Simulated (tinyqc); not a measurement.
Conduction-band anticrossing with a localised impurity level, step by step. Values are carried at full precision from step to step, so a last printed digit may differ when a step is redone from the rounded ones.

Host conduction band EM(k) = Eg - al x + c k^2/mM, c = hbar^2/2m0, coupled to a flat level EI by V = C sqrt(x): H = [[EM, V], [V, EI]], E+/- = (EM + EI)/2 +/- sqrt((EM - EI)^2/4 + V^2). The host weight of a state at E is f = 1/(1 + V^2/(E - EI)^2), and its mass at k = 0 is mM/f. The gap is E-(0), the valence top staying at 0.

Constants: hbar^2/2m0 = 3.80998211 eV angstrom^2.

Inputs chosen for the exercise (host near GaAs; shifted at random, so the results belong to these values and not to a real crystal):
- Eg = 1.502 eV (gap at Gamma to the s-like level)
- mM = 0.0661 m0 (mass of the host band)
- EI = 1.769 eV (impurity level, from the valence top of the host)
- C = 2.82 eV (coupling)
- al = 1.95 eV (linear shift of the host edge)
- x = 0.007 (impurity fraction)
- k = 0 1/angstrom (wave vector)

## The two levels at k = 0

Give EM, V, both levels, their host weights, the gap and the mass of the band at the gap.

EM(0) = 1.4884 eV
V = 0.2359 eV

E-, E+ (eV): [1.3542, 1.9032]

host weights: [0.7556, 0.2444]

gap = 1.3542 eV
mass of E- = 0.0875 m0

The gap is 148 meV below that of the host, 211 meV per 1 % of impurity. V/|EM - EI| = 0.84; second-order perturbation theory would shift the host level by V^2/(EM - EI) = -198 meV, the exact shift is -134 meV.

## The levels at one k

Fill in the matrix and give levels and weights.

H (eV), rows host, impurity and columns alike:
```
[[1.4884, 0.2359],
 [0.2359, 1.7690]]
```

E-, E+ (eV): [1.3542, 1.9032]

host weights: [0.7556, 0.2444]

## Dispersion

Seven points from k = 0 to 0.12 1/angstrom.

Levels (eV):
```
k (1/angstrom)      EM      E-      E+  host weight of E-
0.000           1.4884  1.3542  1.9032              0.756
0.020           1.5114  1.3714  1.9090              0.740
0.040           1.5806  1.4207  1.9288              0.685
0.060           1.6959  1.4937  1.9712              0.577
0.080           1.8572  1.5731  2.0532              0.408
0.100           2.0647  1.6384  2.1953              0.234
0.120           2.3184  1.6816  2.4058              0.121
```

E- flattens towards EI = 1.769 eV, which it cannot cross: its width is bounded by 0.415 eV, of which 79 % is used up at the last point. The unmixed host band crosses EI at k = 0.0698 1/angstrom, where the splitting is smallest, 2V = 0.472 eV.

## Checks

- Closed form against diagonalisation: they agree to 1e-10 or better.
- Mass mM/f against the curvature of the band: both 0.08748.

Run: tinyqc, `OMP_NUM_THREADS=1 python tinyqc.py 1080088 1080089 out.jsonl`; Intel(R) Xeon(R) Processor @ 2.30GHz, one thread, shared host; about 0.01 s of CPU time with all checks.
